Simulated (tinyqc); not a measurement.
## Doping and thickness from pinch-off voltage and conductance

Inverse problem. A uniform channel has Vp = q Nd a^2/(2 eps0 eps_r) and G0 = q mu Nd a W/L. Find a and Nd.

Inputs (values chosen for the exercise); material values those of a made-up semiconductor:
- eps_r = 14.5 (relative permittivity of the semiconductor)
- mu = 4100 cm^2/(V s) (low-field mobility at this doping)
- L = 5 um (gate length)
- W = 50 um (gate width)

Constants: q = 1.602176634e-19 C, eps0 = 8.8541878128e-14 F/cm where lengths are in cm. Results are converted to the units shown.

Vp = 4.5050629 V
G0 = 12.480956 mS

Solution. G0 gives the product Nd a and Vp gives Nd a^2; their ratio is a.

a = 380.0 nm
Nd = 5.000e16 cm^-3

tinyqc, about 0.04 s, one thread, Intel Xeon 2.30GHz (shared host): `OMP_NUM_THREADS=1 python tinyqc.py 2500022 2500023 out.jsonl`
